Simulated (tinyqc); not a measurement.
Changing the spin speed f: spin coating of a resist or spin-on film: centrifugal thinning, evaporation and the final thickness (Emslie and Meyerhofer models). Computed by tinyqc, a small Python program. Command: `OMP_NUM_THREADS=1 python tinyqc.py 3111196 3111197 out.jsonl spincoat sweep`. One thread of a shared host (Intel(R) Xeon(R) Processor @ 2.30GHz), about 0.3 s of CPU time with the checks.

A Newtonian film stays uniform over the wafer; solvent and solids have the same density and the concentration is uniform through the thickness.

Inputs (values chosen for the exercise, of the order of those of a polymer resist in an ester solvent):
```
quantity                                 value          unit
solids volume fraction c0                0.074             -
kinematic viscosity of the solvent nu_s    1.5        mm^2/s
viscosity constant k                       920        mm^2/s
viscosity exponent gamma                   3.1             -
evaporation rate at 1000 rpm e0           0.39  micrometre/s
starting thickness h0                      300    micrometre
wafer radius R                             150            mm
shrinkage in the bake                      5.9             %
```

Method:
- omega = 2 pi f/60; nu(c) = nu_s + k c^gamma; evaporation rate e = e0 sqrt(f/1000 rpm).
- Flow constant K = 2 omega^2/(3 nu(c0)); Reynolds number of the air omega R^2/nu_air with nu_air = 15 mm^2/s.
- Full model for solids s and liquid l per area, h = s + l, c = s/h: ds/dt = -c Q, dl/dt = -(1 - c) Q - e, Q = 2 omega^2 h^3/(3 nu(c)); integrated adaptively (relative tolerance 1e-9) until l = 0.
- Dry film = s at l = 0, before the bake; film after the bake = s x (1 - shrinkage).

One run for each value:
```
spin speed f (rpm)  dry film (nm)  time to dry (s)  Reynolds number of the air
400                        584.00           34.727                  6.2832e+04
610                        472.91           22.774                  9.5819e+04
940                        380.96           14.780                  1.4765e+05
1400                       312.16            9.924                  2.1991e+05
2200                       249.02            6.315                  3.4558e+05
3400                       200.31            4.086                  5.3407e+05
5200                       161.97            2.672                  8.1681e+05
8000                       130.59            1.737                  1.2566e+06
```

Over the rows, dry film (nm) falls from 584 to 131 (exponent d ln y / d ln x about -0.50 throughout); time to dry (s) falls from 34.7 to 1.74 (exponent d ln y / d ln x about -1.00 throughout); Reynolds number of the air rises from 62800 to 1.26e6 (exponent d ln y / d ln x about 1.00 throughout). The exponent of dry film stays at -0.50: (e/omega^2)^(1/3) with e as sqrt(f).

Caution (rows 2200, 3400, 5200, 8000): above a Reynolds number of about 3e5 the air flow near the rim turns turbulent, and evaporation is no longer uniform.
